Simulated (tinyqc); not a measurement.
## Surface Green function of a zigzag honeycomb ribbon two chains wide, Sancho-Rubio decimation: effect of the broadening

A semi-infinite lead of cells 0, 1, 2, ... with H0 inside a cell and H1 = <cell i|H|cell i + 1>. Cell of four sites joined 1-2-3-4 by -t; site 2 joins site 1 of the next cell and site 3 joins site 4 of the next cell. z = E + i eta.

Start with e_s = e = H0, a = H1, b = H1^dagger. Each round: g = (z - e)^(-1); e_s <- e_s + a g b; e <- e + a g b + b g a; a <- a g a; b <- b g b (all with the old a, b). Round k joins cells 2^k apart. Stop when the largest entry of the matrices a and b is below 1e-12 eV; g_s = (z - e_s)^(-1), bulk (z - e)^(-1), density of states -Im Tr/pi. The last column counts the steps of the plain recursion g <- (z - H0 - H1 g H1^dagger)^(-1), one cell a step from g = (z - H0)^(-1), until no entry changes by more than 1e-8 1/eV.

Parameters, values chosen for the exercise: energy E = -1.71 eV.

H0 (eV):
```
,1,2,3,4
1,0,-1,0,0
2,-1,0,-1,0
3,0,-1,0,-1
4,0,0,-1,0
```

H1 (eV):
```
,1,2,3,4
1,0,0,0,0
2,-1,0,0,0
3,0,0,0,-1
4,0,0,0,0
```

Result of one run:
```
eta (eV),rounds,surface density of states (1/eV),plain steps
0.04,10,0.67916,185
```

What becomes of these results when the broadening eta is changed from 0.04 to 0.1 eV, all else the same?

Result of the changed run:
```
eta (eV),rounds,surface density of states (1/eV),plain steps
0.1,8,0.68633,74
```

The whole series:
```
eta (eV),rounds,surface density of states (1/eV),plain steps
0.3,7,0.66182,25
0.1,8,0.68633,74
0.04,10,0.67916,185
0.02,11,0.67549,370
0.01,12,0.67359,740
0.004,13,0.67245,1850
```

The rounds go from 7 to 13 and the plain steps from 25 to 1850. Inside a band the plain recursion needs a number of steps that grows as 1/eta, the decimation only as log2(1/eta). The density of states tends to 0.6717 1/eV as eta goes to zero; the first row is 1.5 % below that and the last 0.11 % above it.

Program tinyqc, `OMP_NUM_THREADS=1 python tinyqc.py 2680020 2680021 out.jsonl`; Intel Xeon 2.30GHz, shared host, one thread, about 0.05 s.
